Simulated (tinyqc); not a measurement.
# Equilibrium crystal shape, supported particles, Gibbs-Thomson effect and coarsening, step by step

A worked calculation. Computed by tinyqc, a small Python program that keeps every step. Command: `OMP_NUM_THREADS=1 python tinyqc.py 3009870 3009871 out.jsonl wulff walk`. One thread of a shared host (Intel(R) Xeon(R) Processor @ 2.30GHz), about 0.04 s of CPU time with the checks. Intermediate numbers are printed to about 6 digits and carried at full precision; extremes and crossings named in words are read from the listed rows.

A cubic crystal bounded by {100}, {110} and {111} facets only.

Inputs (values chosen for the exercise, for a model metal): lattice constant a = 3.82 angstrom; first-neighbour bond energy e1 = 0.398 eV; second-neighbour bond energy e2 = 0.19 eV; atoms in the particle N = 310; work of adhesion W_a = 1.4 J/m^2; temperature T = 700 K; precipitate interface energy gamma_i = 0.2 J/m^2; solubility x_inf at a flat interface = 1.3e-05; diffusivity D = 1.5e-17 m^2/s; mean radius at the start r0 = 1.3 nm; time t = 28000 s.

Surface energies: broken bonds, fcc.

Constants: 1 eV/angstrom^2 = 16.02176634 J/m^2; e = 1.602176634e-19 C; k_B = 8.617333262e-05 eV/K; k_B = 1.380649e-23 J/K.

## Surface energies from broken bonds

A cut with normal n breaks sum_R |R.n|/(2 Omega) bonds per area (R over all neighbours of a shell) and makes two surfaces: gamma = sum over shells e_s sum_R |R.n|/(4 Omega). fcc: 12 neighbours a/2 (1,1,0), 6 at a (1,0,0), Omega = a^3/4.

gamma (J/m^2): (100) 2.16516, (110) 2.44401, (111) 2.23641

Omega = 13.9357 angstrom^3

The lowest energy belongs to (100).

## The Wulff shape

Wulff construction: the facet planes lie at distances lambda gamma from the centre, and the shape is the region inside all of them; V = (1/3) sum of area x distance. gamma_mean = sum A gamma / sum A; shape factor eta = A/V^(2/3) (4.836 for a sphere). lambda follows from V = N Omega.

area fractions: {100} 0.411426, {110} 0.165074, {111} 0.423500

gamma_mean = 2.24137 J/m^2

shape factor eta = 5.12125

distances of the planes from the centre (nm): {100} 0.92162, {110} 1.04032, {111} 0.95195

surface energy per atom = 0.613025 eV

Present: {100}, {110}, {111}. Caution: below a few thousand atoms edges and corners add to the energy and facets hold few atoms.

## Chemical potential of the particle

For the Wulff shape mu - mu(bulk) = 2 Omega gamma/h, with gamma and h = lambda gamma the energy and distance of any one facet plane, here (111); the vapour pressure rises by exp[(mu - mu(bulk))/(k_B T)].

mu - mu(bulk) = 408.683 meV

pressure ratio = 875.773

This is 2/3 of the surface energy per atom (0.6667), since the total surface energy goes as N^(2/3).

## The particle on a substrate

Winterbottom: the particle sits on its largest facet family, {111}, with energy gamma_f; the substrate plane cuts the shape at the distance lambda (gamma_f - W_a) below the centre. Height over that of the free particle at the same lambda = (2 gamma_f - W_a)/(2 gamma_f). An isotropic particle with gamma_mean has cos(theta) = W_a/gamma_mean - 1 (Young-Dupre); a film dewets into particles whenever W_a < 2 gamma.

relative height = 0.686998

contact angle theta = 112.048 degrees

W_a is below gamma_f: more than half of the shape shows.

## Gibbs-Thomson solubility and coarsening

Spherical precipitates of nearly pure solute with atomic volume Omega: x(r) = x_inf exp(l/r), l = 2 gamma_i Omega/(k_B T). Diffusion-limited coarsening at small volume fraction (Lifshitz-Slyozov-Wagner): r^3 = r0^3 + K t, K = (4/9) D x_inf l; the number density falls as (r0/r)^3. The steady size distribution is assumed from the start, and D and x_inf are inputs that do not follow T.

capillary length l = 0.576778 nm

x(r0)/x_inf = 1.55842

rate constant K = 4.99874e-05 nm^3/s

mean radius at t = 1.53214 nm

number density over its start = 0.610847

The time to double the radius is 7 r0^3/K = 310000 s; t is 0.091 times that. Caution: l is not small against r0, so the linearised Gibbs-Thomson law behind the coarsening rate is rough.

## Shape against the ratio gamma(100)/gamma(111)

Wulff construction: the facet planes lie at distances lambda gamma from the centre, and the shape is the region inside all of them; V = (1/3) sum of area x distance. gamma_mean = sum A gamma / sum A; shape factor eta = A/V^(2/3) (4.836 for a sphere). gamma(110)/gamma(111) is held at the value of this crystal.

Area fractions:
```
gamma(100)/gamma(111)    {100}     {110}     {111}      eta
0.550                  1.00000  0.000000  0.000000  6.00000
0.581                  0.99990  0.000000  0.000103  5.99955
0.697                  0.91889  0.000000  0.081107  5.75134
0.823                  0.68432  0.047958  0.267718  5.34926
0.968                  0.41164  0.164971  0.423389  5.12134
1.080                  0.26562  0.242235  0.492144  5.10072
1.260                  0.10611  0.356097  0.537794  5.17552
1.750                  0.00000  0.474686  0.525314  5.30934
```

{100} holds 100 % of the area in the first row and 0 % in the last; without {110} the limits are a cube below 1/sqrt(3) = 0.577 and an octahedron above sqrt(3) = 1.732. The roundest shape among these rows (eta = 5.101) is at the ratio 1.08; {110} shows in 5 rows.

Checks made by the program: volume against one third of area times distance (relative difference below 1e-10).
